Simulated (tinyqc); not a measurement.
Electrons shared among three sets of ellipsoidal valleys, step by step. Values are carried at full precision from step to step, so a last printed digit may differ when a step is redone from the rounded ones.

Constants: hbar^2/2m0 = 3.80998211 eV angstrom^2; kB = 8.617333262e-05 eV/K.

Inputs chosen for the exercise (masses and offsets near those of InP; mobilities are free inputs, held fixed; not measured data): ml = (0.078, 1.877, 1.347) m0 (longitudinal masses of Gamma, L, X); mt = (0.078, 0.1302, 0.2593) m0 (transverse masses); M = (1, 4, 3) (valleys in each set); T = 300 K; dE = (0, 0.619, 0.757) eV (edges of Gamma, L, X above the first); n = 2.6e+19 1/cm^3 (total electron density); mu = (4600, 440, 220) cm^2/(V s) (mobility of each set).

## Masses of each set

One valley: m_d = (ml mt^2)^(1/3). Whole set: m_de = M^(2/3) m_d. Mean over three axes: 1/m_c = (1/ml + 2/mt)/3. Anisotropy K = ml/mt.

m_d, m_de, m_c (m0) and K of each set:
```
set       m_d    m_de     m_c      K
Gamma  0.0780  0.0780  0.0780   1.00
L      0.3169  0.7985  0.1888  14.42
X      0.4491  0.9341  0.3548   5.19
```

m_de/m_c is 1.00 for Gamma, 4.23 for L, 2.63 for X: many anisotropic valleys give many states at a light conductivity mass. m_c is the mean over three axes; a set that holds only some of the equivalent valleys conducts with a mass that depends on direction.

## Effective densities of states

N_i = M_i times N = 2 (m kB T/(4 pi c))^(3/2) with c = hbar^2/2m0, in 1/angstrom^3; times 1e24 for 1/cm^3, with m = (ml mt^2)^(1/3).

kT = 0.025852 eV

N_i (1/cm^3): Gamma 5.4666e+17, L 1.7905e+19, X 2.2656e+19

## Fermi level and populations

F_j(eta) = (1/Gamma(j + 1)) integral_0^infinity x^j dx/(1 + exp(x - eta)), which tends to exp(eta) for eta << 0.

Solve n = sum_i N_i F_1/2((EF - dE_i)/kT), energies from the edge of the first set.

EF = 0.4089 eV

eta_i: Gamma 15.82, L -8.13, X -13.47

n_i (1/cm^3): Gamma 2.60e+19, L 5.29e+15, X 3.21e+13

shares: Gamma 0.9998, L 0.0002, X 0.0000

Gamma holds most electrons (100.0 %). Boltzmann weights N_i exp(-dE_i/kT) would give L a share of 0.0000.

## Drift and Hall mobility of the mixture

With f_i the shares, mu_drift = sum f_i mu_i; low-field Hall mobility mu_H = sum f_i mu_i^2/mu_drift (scattering and anisotropy factors set to 1); the Hall density is n mu_drift/mu_H; rho = 1/(e n mu_drift), e = 1.602176634e-19 C.

mu_drift = 4599 cm^2/(V s)
mu_H = 4600 cm^2/(V s)
Hall density = 2.60e+19 1/cm^3
rho = 5.22e-05 ohm cm

A Hall measurement would read 100.0 % of the true density. The mobilities are of the size met in pure crystals; at this density impurities would cut them and raise rho, by a factor of two to ten or more depending on crystal and density.

## Checks

- Share of L at n = 1e10 1/cm^3 against the Boltzmann weight: both 1.308e-09.

(tinyqc, `OMP_NUM_THREADS=1 python tinyqc.py 1651705 1651706 out.jsonl`, Intel(R) Xeon(R) Processor @ 2.30GHz, 1 thread, shared host, about 0.01 s.)
